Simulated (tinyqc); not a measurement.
Charge neutrality of a doped semiconductor with incomplete ionisation. Changing the acceptor depth E_A. Computed by tinyqc, a small Python program. Command: `OMP_NUM_THREADS=1 python tinyqc.py 3014874 3014875 out.jsonl dopant sweep`. One thread of a shared host (Intel(R) Xeon(R) Processor @ 2.30GHz), about 0.02 s of CPU time with the checks.

Energies are counted from the top of the valence band; E_D is measured down from the conduction band and E_A up from the valence band.

Inputs (values chosen for the exercise, modelled on silicon):

| quantity | value | unit |
|---|---|---|
| gap at 0 K E_g0 | 1.15 | eV |
| Varshni alpha | 0.000465 | eV/K |
| Varshni beta | 641 | K |
| electron mass m_e | 0.331 | m_0 |
| valleys M_c | 6 | - |
| hole mass m_h | 0.783 | m_0 |
| acceptor density N_A | 3.4e+16 | cm^-3 |
| acceptor degeneracy g_A | 4 | - |
| static dielectric constant eps_s | 11.5 | - |
| temperature T | 100 | K |
| iteration cap | 60 | - |

Doping: p-type. Statistics of the bands: Boltzmann. Solver: Newton steps on the logarithm. Start of Newton steps: intrinsic level E_i.

Constants: m_0 = 9.1093837015e-31 kg; k_B = 1.380649e-23 J/K; h = 6.62607015e-34 J s; k_B = 8.617333262e-05 eV/K.

Method:
- E_g = E_g0 - alpha T^2/(T + beta).
- N_c = 2 M_c (2 pi m_e k_B T/h^2)^(3/2) and N_v = 2 (2 pi m_h k_B T/h^2)^(3/2), masses in units of m_0.
- n_i = sqrt(N_c N_v) exp(-E_g/(2 k_B T)); E_i = E_g/2 + (k_B T/2) ln(N_v/N_c).
- n = N_c exp((E_F - E_g)/k_B T), p = N_v exp(-E_F/k_B T).
- N_A- = N_A/(1 + g_A exp((E_A - E_F)/k_B T)).
- Neutrality: p + N_D+ = n + N_A-; the log ratio is ln[(p + N_D+)/(n + N_A-)].
- Newton steps from the start named, with the slope from a central difference of 1e-6 eV; the function is the log ratio y = ln[(p + N_D+)/(n + N_A-)]; the bracket -0.3 to E_g + 0.3 eV is narrowed by the sign of y at each step, and a step that would leave it is replaced by its midpoint; stop when |log ratio| < 1e-9.

One run for each value:

| acceptor depth E_A (eV) | majority density p (cm^-3) | ionised share of the acceptors | distance of E_F from the majority band edge (eV) |
|---|---|---|---|
| 0.010 | 3.0460e+16 | 8.9589e-01 | 0.04049 |
| 0.016 | 2.7999e+16 | 8.2351e-01 | 0.04122 |
| 0.026 | 2.2085e+16 | 6.4957e-01 | 0.04326 |
| 0.042 | 1.1890e+16 | 3.4970e-01 | 0.04860 |
| 0.068 | 3.1090e+15 | 9.1443e-02 | 0.06016 |
| 0.110 | 2.8397e+14 | 8.3521e-03 | 0.08078 |
| 0.180 | 4.9107e+12 | 1.4443e-04 | 0.11575 |
| 0.290 | 8.3042e+09 | 2.4424e-07 | 0.17075 |

What does the table show?

Over the rows, majority density p (cm^-3) falls from 3.05e16 to 8.30e9 (exponent d ln y / d ln x -0.18 between the first rows and -13 between the last); ionised share of the acceptors falls from 0.896 to 2.44e-7 (exponent d ln y / d ln x -0.18 between the first rows and -13 between the last); distance of E_F from the majority band edge (eV) rises from 0.0405 to 0.171 (exponent d ln y / d ln x 0.038 between the first rows and 0.82 between the last).

Caution (rows 0.0100): N^(1/3) a is above 0.2 for the radius a = e^2/(8 pi eps_0 eps_s E) of the dopant: near the Mott value, 0.26, the level broadens, and above it the level has merged with the band and all dopants are ionised, so such results of a fixed depth are only formal.
